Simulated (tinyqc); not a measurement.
# AlGaN/GaN HEMT with access regions, lumped model: effects of single changes

A polarisation-induced electron sheet under a Schottky gate, in series with two ungated access regions and contacts. Drift law v = mu E/(1 + mu E/vs) under the gate. Currents in mA/mm, resistances in ohm mm. No self-heating, no channel-length modulation; fits for polarisation, barrier and offset are chosen for the exercise.

Inputs (values chosen for the exercise); values close to those of AlGaN/GaN structures:
- x = 0.3 (aluminium share of the barrier)
- d = 25 nm (barrier thickness)
- eps_r = 9.5 (relative permittivity of barrier and channel)
- mu = 1800 cm^2/(V s) (channel mobility)
- vs = 1.4e7 cm/s (saturation velocity)
- Lg = 0.5 um (gate length)
- Ls = 1.5 um (source access length)
- Ld = 16 um (drain access length)
- Rc = 0.47 ohm mm (resistance of each contact)
- ft = 0 (share of the drain-access electrons removed by traps)
- Vg = 0.5 V (gate voltage)

Constants: q = 1.602176634e-19 C, eps0 = 8.8541878128e-14 F/cm where lengths are in cm. Results are converted to the units shown.

Each table varies one quantity; the others keep the values above.

## Effect of the barrier thickness

sigma = (5e13 x + 1.6e13 x^2) cm^-2, phiB = 0.84 + 1.3 x, dEc = 0.7 (1.71 x + x^2) in volts, Cb = eps0 eps_r/d, VT = phiB - dEc - q sigma/Cb, access density n0 = -Cb VT/q. Access resistance R(L, n) = L/(q mu n sqrt(1 - (I/(q n vs))^2)); Rs = Rc + R(Ls, n0), Rd = Rc + R(Ld, (1 - ft) n0). Vg' = Vg - I Rs, Vd' = Vd - I (Rs + Rd); with u = Vg' - VT, Vc = vs Lg/mu and w the smaller of Vd' and Vc [sqrt(1 + 2 u/Vc) - 1] (0 if negative), the channel gives (mu Cb/Lg)(u w - w^2/2)/(1 + w/Vc). I equals that channel current. Isat is I at Vd = 10 V, gm = dIsat/dVg, Ron the limit of Vd/I at small Vd.

Effect of the barrier thickness:

| d (nm) | VT (V) | n0 (cm^-2) | Ron (ohm mm) | Isat (mA/mm) | gm (mS/mm) |
|---|---|---|---|---|---|
| 8 | -1.697 | 1.114e13 | 6.508 | 910.8 | 474.3 |
| 11 | -2.637 | 1.258e13 | 5.878 | 1187 | 425.8 |
| 14 | -3.576 | 1.341e13 | 5.578 | 1401 | 381.0 |
| 18 | -4.829 | 1.408e13 | 5.360 | 1559 | 98.47 |
| 22 | -6.081 | 1.451e13 | 5.232 | 1621 | 49.15 |
| 27 | -7.647 | 1.487e13 | 5.130 | 1667 | 29.81 |
| 33 | -9.526 | 1.515e13 | 5.053 | 1702 | 20.09 |

As d goes from 8 to 33 nm, Ron falls from 6.51 to 5.05 ohm mm, Isat rises from 911 to 1700 mA/mm and gm falls from 474 to 20.1 mS/mm. VT falls from -1.70 to -9.53 V. In every row the power passes 5 W/mm, where self-heating, left out here, lowers the current. At d = 33 nm the barrier is thick and rich enough in aluminium to relax or crack. For d = 18 to 33 nm the gated channel is not yet saturated at 10 V, because the access regions take the voltage, and gm drops.

## Effect of the gate length

Same model as above.

The same in every row: VT (V) = -7.021; n0 (cm^-2) = 1.474e13.

Effect of the gate length:

| Lg (um) | Ron (ohm mm) | Isat (mA/mm) | gm (mS/mm) |
|---|---|---|---|
| 0.05 | 5.067 | 1724 | 3.531 |
| 0.09 | 5.076 | 1718 | 6.364 |
| 0.16 | 5.091 | 1706 | 11.33 |
| 0.29 | 5.120 | 1685 | 20.58 |
| 0.52 | 5.170 | 1648 | 36.84 |
| 0.93 | 5.260 | 1583 | 64.79 |
| 1.7 | 5.429 | 1468 | 110.4 |
| 3 | 5.714 | 1299 | 162.1 |

What does the table show?

As Lg goes from 0.05 to 3 um, Ron rises from 5.07 to 5.71 ohm mm, Isat falls from 1720 to 1300 mA/mm and gm rises from 3.53 to 162 mS/mm. The ceiling Cb vs is 471 mS/mm. In every row the power passes 5 W/mm, where self-heating, left out here, lowers the current. In every row the gated channel is not yet saturated at 10 V, because the access regions take the voltage, and gm drops.

## Effect of the share of the drain-access electrons removed by traps

Same model as above.

The same in every row: VT (V) = -7.021; n0 (cm^-2) = 1.474e13.

Results:

| ft | Ron (ohm mm) | Isat (mA/mm) | gm (mS/mm) |
|---|---|---|---|
| 0 | 5.166 | 1651 | 35.43 |
| 0.1 | 5.584 | 1533 | 21.10 |
| 0.3 | 6.778 | 1258 | 7.457 |
| 0.4 | 7.674 | 1104 | 4.323 |
| 0.5 | 8.929 | 940.3 | 2.409 |
| 0.6 | 10.81 | 768.2 | 1.255 |
| 0.7 | 13.95 | 587.8 | 0.5814 |

Estimate the missing row, ft = 0.2.

Computed row:

| ft | Ron (ohm mm) | Isat (mA/mm) | gm (mS/mm) |
|---|---|---|---|
| 0.2 | 6.106 | 1401 | 12.59 |

With this row back in the table: As ft goes from 0 to 0.7, Ron rises from 5.17 to 13.9 ohm mm, Isat falls from 1650 to 588 mA/mm and gm falls from 35.4 to 0.581 mS/mm. The ceiling Cb vs is 471 mS/mm. In every row the power passes 5 W/mm, where self-heating, left out here, lowers the current. In every row the gated channel is not yet saturated at 10 V, because the access regions take the voltage, and gm drops.

tinyqc, about 0.02 s, one thread, Intel Xeon 2.30GHz (shared host): `OMP_NUM_THREADS=1 python tinyqc.py 2570066 2570067 out.jsonl`
